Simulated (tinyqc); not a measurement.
Inside a calculation: carrier statistics of a doped semiconductor with parabolic bands. Values are carried at full precision from step to step, so a last printed digit may differ when a step is redone from the rounded ones.

Constants: kB = 8.617333262e-05 eV/K; hbar^2/2m0 = 3.80998211 eV angstrom^2.

Parameters, chosen for this exercise (near those of SiC; not measured data):

| symbol | value | unit | meaning |
|---|---|---|---|
| Eg0 | 3.292 | eV | gap at 0 K |
| al | 0.000631 | eV/K | Varshni alpha |
| be | 1288 | K | Varshni beta |
| T | 500 | K |  |
| ml | 0.322 | m0 | longitudinal electron mass |
| mt | 0.41 | m0 | transverse electron mass |
| Mv | 3 |  | equivalent valleys |
| mhh | 0.998 | m0 | heavy-hole mass |
| mlh | 0.46 | m0 | light-hole mass |
| ND | 1.1e+15 | 1/cm^3 | donors |
| NA | 5.8e+14 | 1/cm^3 | acceptors |
| ED | 0.0591 | eV | donor level below Ec |
| EA | 0.204 | eV | acceptor level above Ev |

## Gap and thermal energy

Eg(T) = Eg0 - al T^2/(T + be) (Varshni).

Eg = 3.20377 eV
kT = 0.043087 eV

The gap has shrunk by 88.2 meV from 0 K and is 74.4 kT wide.

## Effective densities of states

m_de = Mv^(2/3) (ml mt^2)^(1/3); m_dh = (mhh^(3/2) + mlh^(3/2))^(2/3); N = 2 (m kB T/(4 pi c))^(3/2) with c = hbar^2/2m0, in 1/angstrom^3; times 1e24 for 1/cm^3.

m_de = 0.7868 m0
m_dh = 1.1966 m0
Nc = 3.7686e+19 1/cm^3
Nv = 7.0677e+19 1/cm^3

The light holes supply 23.8 % of Nv, and Nc/Nv = 0.533.

## Intrinsic density and level

With Boltzmann statistics ni = sqrt(Nc Nv) exp(-Eg/2kT) and Ei = Eg/2 + (kT/2) ln(Nv/Nc), counted from Ev.

ni = 3.68e+03 1/cm^3
Ei = 1.6154 eV

Ei lies 13.5 meV above midgap, towards the band with the smaller density of states.

## Neutrality by bisection

Energies are counted from Ev, so Ec = Eg. n = Nc F_1/2((EF - Eg)/kT), p = Nv F_1/2(-EF/kT), ND+ = ND/(1 + 2 exp((EF - Eg + ED)/kT)), NA- = NA/(1 + 4 exp((EA - EF)/kT)); neutrality asks p + ND+ = n + NA-. F_j(eta) = (1/Gamma(j + 1)) integral_0^infinity x^j dx/(1 + exp(x - eta)), which tends to exp(eta) for eta << 0.

Start from the bracket [-0.2 eV, Eg + 0.2 eV]; at the midpoint EF take the sign of p + ND+ - n - NA-; where it is positive EF must rise. Fourteen steps are shown.

Bisection (eV, 1/cm^3):

| step | low | high | EF | n | p | ND+ | NA- | sign |
|---|---|---|---|---|---|---|---|---|
| 1 | -0.20000 | 3.40377 | 1.60189 | 2.69e+03 | 5.05e+03 | 1.10e+15 | 5.80e+14 | + |
| 2 | 1.60189 | 3.40377 | 2.50283 | 3.24e+12 | 4.19e-06 | 1.10e+15 | 5.80e+14 | + |
| 3 | 2.50283 | 3.40377 | 2.95330 | 1.12e+17 | 1.21e-10 | 1.07e+15 | 5.80e+14 | - |
| 4 | 2.50283 | 2.95330 | 2.72807 | 6.04e+14 | 2.25e-08 | 1.10e+15 | 5.80e+14 | - |
| 5 | 2.50283 | 2.72807 | 2.61545 | 4.43e+13 | 3.07e-07 | 1.10e+15 | 5.80e+14 | + |
| 6 | 2.61545 | 2.72807 | 2.67176 | 1.64e+14 | 8.30e-08 | 1.10e+15 | 5.80e+14 | + |
| 7 | 2.67176 | 2.72807 | 2.69991 | 3.14e+14 | 4.32e-08 | 1.10e+15 | 5.80e+14 | + |
| 8 | 2.69991 | 2.72807 | 2.71399 | 4.36e+14 | 3.12e-08 | 1.10e+15 | 5.80e+14 | + |
| 9 | 2.71399 | 2.72807 | 2.72103 | 5.13e+14 | 2.65e-08 | 1.10e+15 | 5.80e+14 | + |
| 10 | 2.72103 | 2.72807 | 2.72455 | 5.57e+14 | 2.44e-08 | 1.10e+15 | 5.80e+14 | - |
| 11 | 2.72103 | 2.72455 | 2.72279 | 5.35e+14 | 2.54e-08 | 1.10e+15 | 5.80e+14 | - |
| 12 | 2.72103 | 2.72279 | 2.72191 | 5.24e+14 | 2.59e-08 | 1.10e+15 | 5.80e+14 | - |
| 13 | 2.72103 | 2.72191 | 2.72147 | 5.18e+14 | 2.62e-08 | 1.10e+15 | 5.80e+14 | + |
| 14 | 2.72147 | 2.72191 | 2.72169 | 5.21e+14 | 2.61e-08 | 1.10e+15 | 5.80e+14 | - |

Each step halves the bracket, which is 0.440 meV wide at the last row.

## The neutral state

Solve the neutrality condition for EF to convergence.

EF = 2.7216 eV
n = 5.20e+14 1/cm^3
p = 2.61e-08 1/cm^3
ND+ = 1.10e+15 1/cm^3
NA- = 5.80e+14 1/cm^3

The material is n-type; 100.0 % of the donors are ionised. EF lies 11.19 kT inside the gap from the conduction edge, so Boltzmann statistics would serve; n p/(Nc Nv exp(-Eg/kT)) = 1.000.

## Checks

- F_1/2(1) by the trapezoid rule against adaptive quadrature: both 1.575641.
- Positive against negative charge at the solution (1/cm^3): both 1.09988e+15.

Program tinyqc; command `OMP_NUM_THREADS=1 python tinyqc.py 1681933 1681934 out.jsonl`; about 0.01 s on one thread of a shared Intel(R) Xeon(R) Processor @ 2.30GHz.
